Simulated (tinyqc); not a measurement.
# Carrier lifetime of an n-type layer with SRH, radiative, Auger and surface recombination: what changes with what

Uniform excess density dn = dp (no trapping), n = n0 + dn, p = p0 + dn, Boltzmann statistics, full ionisation. Surfaces enter as a rate 2 S dn/d, which holds while diffusion to them is fast.

Parameters, values chosen for the exercise; band and dielectric values close to those of cadmium telluride: temperature T = 350 K; band gap Eg = 1.5 eV; conduction-band density of states at T Nc = 1.01e18 cm^-3; valence-band density of states at T Nv = 2.28e19 cm^-3; radiative coefficient B = 1.97e-10 cm^3/s; donor density N = 2.8e15 cm^-3; Auger coefficient (two electrons) Cn = 1.2e-30 cm^6/s; Auger coefficient (two holes) Cp = 1.6e-30 cm^6/s; trap density Nt = 8.5e12 cm^-3; capture cross-section for electrons sn = 3e-16 cm^2; capture cross-section for holes sp = 1e-17 cm^2; thermal velocity (both carriers) vth = 2e7 cm/s; trap level below the conduction band Et = 0.6 eV; surface recombination velocity (both faces) S = 6 cm/s; sample thickness d = 3 um.

Constants: q = 1.602176634e-19 C, kB = 1.380649e-23 J/K, Vt = kB T/q. Results are converted to the units shown.

Each table varies one quantity; the others keep the values above.

## Lifetime against injection

ni = sqrt(Nc Nv) exp(-Eg/(2 Vt)), Eg in volts; majority density N/2 + sqrt(N^2/4 + ni^2), n0 p0 = ni^2; n1 = Nc exp(-Et/Vt), p1 = Nv exp((Et - Eg)/Vt); tn0 = 1/(sn vth Nt), tp0 = 1/(sp vth Nt). With e = n p - ni^2 = dn (n0 + p0 + dn): U_SRH = e/(tp0 (n + n1) + tn0 (p + p1)), U_rad = B e, U_Aug = (Cn n + Cp p) e, U_s = 2 S dn/d. Each tau is dn over its rate; tau = dn/U with U the sum.

The same in every row: tau_s (s) = 2.5000e-5.

Results:
```
dn (cm^-3)	tau_SRH (s)	tau_rad (s)	tau_Aug (s)	tau (s)	radiative share (%)	largest path
1e11	5.8824e-4	1.8128e-6	0.10628	1.6854e-6	92.970	radiative
1e13	5.8831e-4	1.8065e-6	0.10504	1.6799e-6	92.993	radiative
1e14	5.8891e-4	1.7504e-6	0.094733	1.6313e-6	93.196	radiative
1e15	5.9340e-4	1.3358e-6	0.042720	1.2653e-6	94.722	radiative
1e16	6.0355e-4	3.9657e-7	0.0024912	3.9007e-7	98.359	radiative
1e17	6.0731e-4	4.9379e-8	3.4330e-5	4.9207e-8	99.652	radiative
1e18	6.0779e-4	5.0620e-9	3.5572e-7	4.9899e-9	98.576	radiative
1e19	6.0784e-4	5.0747e-10	3.5700e-9	4.4431e-10	87.553	radiative
```

Estimate the missing row, dn = 1e12 cm^-3.

Computed row:
```
dn (cm^-3)	tau_SRH (s)	tau_rad (s)	tau_Aug (s)	tau (s)	radiative share (%)	largest path
1e12	5.8824e-4	1.8123e-6	0.10617	1.6849e-6	92.972	radiative
```

With this row back in the table: Radiative recombination leads at dn = 1e11 and in all other rows. The total lifetime falls from 1.69e-6 to 4.44e-10 s. tau_SRH goes from 5.88e-4 s (low-injection limit 5.88e-4 s) to 6.08e-4 s (high-injection limit tn0 + tp0 = 6.08e-4 s). Between the last two rows tau_rad goes as dn^(-1.00) and tau_Aug as dn^(-2.00); the radiative share goes from 93.0 through a maximum of 99.7 (at dn = 1e17 among the rows listed) to 87.6 %. For dn = 1e18, 1e19 the carriers are degenerate, where B and the Auger coefficients no longer stay constant.

## Effect of the donor density at dn = 1e14 cm^-3

Same model as above.

Here dn = 1e14 cm^-3.

The same in every row: tau_s (s) = 2.500e-5.

Effect of the donor density at dn = 1e14 cm^-3:
```
N (cm^-3)	tau_SRH (s)	tau_rad (s)	tau_Aug (s)	tau (s)	radiative share (%)	largest path
1e14	5.980e-4	2.538e-5	12.50	1.233e-5	48.60	surface
3e14	5.931e-4	1.269e-5	3.906	8.300e-6	65.40	radiative
8e14	5.904e-4	5.640e-6	0.8961	4.566e-6	80.96	radiative
2e15	5.892e-4	2.417e-6	0.1777	2.196e-6	90.84	radiative
7e15	5.885e-4	7.149e-7	0.01623	6.942e-7	97.10	radiative
2e16	5.883e-4	2.525e-7	0.002049	2.499e-7	98.95	radiative
5e16	5.883e-4	1.013e-7	3.311e-4	1.009e-7	99.55	radiative
2e17	5.882e-4	2.537e-8	2.080e-5	2.531e-8	99.77	radiative
```

What does the table show?

Surface recombination leads at N = 1e14, radiative from 3e14 on. tau_SRH falls from 5.98e-4 to 5.88e-4 s and the total lifetime falls from 1.23e-5 to 2.53e-8 s. Between the last two rows tau_rad goes as N^(-1.00) and tau_Aug as N^(-2.00).

Computed by the program tinyqc: `OMP_NUM_THREADS=1 python tinyqc.py 2300055 2300056 out.jsonl`, one thread of a shared Intel Xeon 2.30GHz, about 0.01 s for the whole run.
